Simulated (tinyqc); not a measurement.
# Electron density from the centroid

Question. In the Fang-Howard model the centroid is 3/b with b^3 = 6 (mz1/C) q (Nd + 11 Ns/32)/(eps0 eps_r), C = hbar^2/(2 m0), the field in eV/nm. Find b and Ns.

Values chosen for this exercise; masses and permittivity close to those of silicon (100):
- eps_r = 11.7 (relative permittivity)
- mz1 = 0.933 m0 (mass along z of valley set A (2 valley(s)))
- Nd = 5.7e11 cm^-2 (sheet density of depletion charge)

Constants: q = 1.602176634e-19 C, hbar = 1.054571817e-34 J s, m0 = 9.1093837015e-31 kg, eps0 = 8.8541878128e-14 F/cm where lengths are in cm, hbar^2/(2 m0) = 0.0380998212 eV nm^2. Results are converted to the units shown.

centroid = 1.5140902 nm

Answer. b = 3/centroid gives Nd + 11 Ns/32, from which the depletion charge is taken off.

b = 1.981 1/nm
Ns = 8.300e12 cm^-2

Numbers from tinyqc (`OMP_NUM_THREADS=1 python tinyqc.py 2160075 2160076 out.jsonl`; about 1 s on one thread of a shared Intel Xeon 2.30GHz).
